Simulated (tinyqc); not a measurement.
Worked calculation: Luttinger-Kohn k.p, four valence bands. One step of it, computed by the program tinyqc.

Problem. Levels at k. Diagonalise the Hermitian matrix.

H(k) at k (eV), order 3/2, 1/2, -1/2, -3/2:
$$\begin{pmatrix}
0.063312 & 0.001291-0.025170i & 0.025027+0.003356i & 0.000000 \\
0.001291+0.025170i & 0.042834 & 0.000000 & 0.025027+0.003356i \\
0.025027-0.003356i & 0.000000 & 0.042834 & -0.001291+0.025170i \\
0.000000 & 0.025027-0.003356i & -0.001291-0.025170i & 0.063312
\end{pmatrix}$$

Give: eigenvalues.

Solution.

eigenvalues (eV): [0.0160, 0.0160, 0.0902, 0.0902]
